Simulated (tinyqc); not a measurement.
Polytypes by hexagonality, and a cubic inclusion as a quantum well: sweeps and comparisons. A value that a table varies takes the place of the one given here.

Gap: E3 + (E2 - E3) h. Valence top Ev2 h and polarisation P2 h, both counted from 3C; Ec = Ev + gap.

A cubic inclusion of width L = N d in the host (h = 1) is a well of depth V = Ec(host) - Ec(3C). Square well with mass mismatch: k tan(k L/2) = (m_w/m_b) q, k = sqrt(m_w E/c), q = sqrt(m_b (V - E)/c), c = hbar^2/2m0, lowest root. The depth of the level, V - E, is its binding, and the transition to the valence top of the host is gap(host) - (V - E). The step in polarisation gives a field |F| = |P|/(eps eps0) in a thin inclusion, eps0 = 8.8541878e-12 F/m.

Constants: hbar^2/2m0 = 3.80998211 eV angstrom^2.

Values chosen for the exercise (of the order of those of GaAs; the results hold for these values, not for the real material):
- E3 = 1.508 eV (gap of the cubic polytype)
- E2 = 1.529 eV (gap of 2H)
- Ev2 = 0.127 eV (valence top of 2H above that of 3C)
- P2 = 0.002 C/m^2 (spontaneous polarisation of 2H)
- m = (0.072, 0.064) m0 (electron mass along c in the cubic layer and in the host)
- d = 3.264 angstrom (thickness of a double layer)
- eps = 12.6 (dielectric constant)
- N = 15 (double layers in the cubic inclusion)

## Width of the inclusion

Without the field: square well. With it, the potential inside is |F| (z - L/2), the host conduction edge lies at V - |F| L/2 on one side and V + |F| L/2 on the other, and the lowest level E_F is found by finite differences (step 0.25 angstrom, wide box, good to about 1 meV). Holes sit in the host on the high side, so the transition is gap(host) - V + E_F - |F| L/2. A dash: bound by less than 2 meV or not at all.

Results:
```
N   L (angstrom)  depth (eV)  transition (eV)  depth below the low side, with field (eV)  transition with field (eV)
2           6.53       0.004            1.525                                          -                           -
4          13.06       0.014            1.515                                      0.005                       1.501
6          19.58       0.027            1.502                                      0.013                       1.481
10         32.64       0.055            1.474                                      0.030                       1.441
15         48.96       0.082            1.447                                      0.044                       1.397
20         65.28       0.099            1.430                                      0.051                       1.361
30         97.92       0.119            1.410                                      0.055                       1.298
```

The square well binds a level even at N = 2 (4 meV), as any symmetric one-dimensional well does; the depth grows to 119 of 148 meV, and the transition tends to E3 - Ev(host) = 1.381 eV. With the field the level is bound by 2 meV or more for N = 4, 6, 10, 15, 20 and 30, and the transition is lowered by 14 meV at N = 4 and 111 meV at N = 30, where |F| L/2 = 88 meV. Free carriers or surface charge screen the field and the step between the two sides; with the field removed every row returns to its square-well depth, and the attraction to the hole, left out here, binds the electron further.

## What each parameter does

Well depth, depth of the level, transition without the field and field. Each row changes one parameter from the base and keeps the others.

Results:
```
case                   V (eV)  depth (eV)  transition (eV)  |F| (MV/cm)
base                   0.1480      0.0817           1.4473        0.179
N = 16                 0.1480      0.0859           1.4431        0.179
Ev2 = 0.157 eV         0.1780      0.1054           1.4236        0.179
E3 = 1.488 eV          0.1680      0.0974           1.4316        0.179
E2 = 1.559 eV          0.1780      0.1054           1.4536        0.179
P2 = 0.0026 C/m^2      0.1480      0.0817           1.4473        0.233
eps = 13.6             0.1480      0.0817           1.4473        0.166
m = (0.086, 0.064) m0  0.1480      0.0844           1.4446        0.179
```

The largest shifts from the base row, up to three for each result and ties (the steps differ in size, so this ranks the rows, not the parameters). V (eV): Ev2 +0.0300, E2 +0.0300, E3 +0.0200; unchanged at the printed digits by N, P2, eps and m. depth (eV): Ev2 +0.0237, E2 +0.0237, E3 +0.0157; unchanged at the printed digits by P2 and eps. transition (eV): Ev2 -0.0237, E3 -0.0157, E2 +0.0063; unchanged at the printed digits by P2 and eps. |F| (MV/cm): P2 +0.054, eps -0.013; unchanged at the printed digits by N, Ev2, E3, E2 and m.

Computed by tinyqc, a small Python program: `OMP_NUM_THREADS=1 python tinyqc.py 1850667 1850668 out.jsonl` (the numbers bound the seed that draws the inputs); one thread of a shared host (Intel(R) Xeon(R) Processor @ 2.30GHz), about 0.09 s for the whole set of steps.
